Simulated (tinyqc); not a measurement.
Thermionic emission over a Gaussian spread of barriers: one step of the calculation.

Metal on an n-type semiconductor with one parabolic valley; V > 0 is forward bias (metal positive). Patches of barrier height b are spread as a Gaussian with mean phi - r2 V and variance sg^2 + r3 V; each carries A* T^2 exp(-b/Vt) [exp(V/Vt) - 1].

Question. The same mean by Simpson's rule. With mean mu and deviation s at this bias, take nb equally spaced b from mu - s^2/Vt - 3.5 s to mu + s, the Gaussian density g(b) and y = g exp(-(b - mu)/Vt); the integral I of y gives phi_ap = mu - Vt ln I.

Inputs (values chosen for the exercise); band and dielectric values close to those of 4H silicon carbide:
```
symbol    value  unit                                                            meaning
T           250     K                                                        temperature
phi        1.18    eV                                 barrier height seen from the metal
sg         0.07    eV                          standard deviation of the barrier heights
r2       -0.065        shift of the mean barrier per volt, with its sign reversed (rho2)
r3      -0.0011     V                                     change of sg^2 per volt (rho3)
V          0.19     V                                                               bias
nb            9                                                  barrier heights sampled
```

Constants: q = 1.602176634e-19 C, kB = 1.380649e-23 J/K, Vt = kB T/q. Results are converted to the units shown.

Find: b; g; y; I; phi_ap.

Answer.

```
point,b (eV),g (1/eV),y (1/eV)
0,0.7349,1.1965e-9,1.9953
1,0.8006,4.5949e-7,36.226
2,0.8664,7.0220e-5,261.73
3,0.9321,0.0042705,752.53
4,0.9979,0.10336,861.05
5,1.0636,0.99548,392.08
6,1.1294,3.8156,71.048
7,1.1951,5.8201,5.1235
8,1.2608,3.5329,0.14703
```

I = 156.33
phi_ap = 1.0835 eV

Range of the model: One isotropic valley is assumed; bands with several valleys have a larger Richardson constant and Nc. With sg above 3 Vt the current comes from the far tail of the Gaussian, a tiny share of the area that this model describes poorly.

Computed by the program tinyqc: `OMP_NUM_THREADS=1 python tinyqc.py 2640067 2640068 out.jsonl`, one thread of a shared Intel Xeon 2.30GHz, about 0.01 s for the whole run.
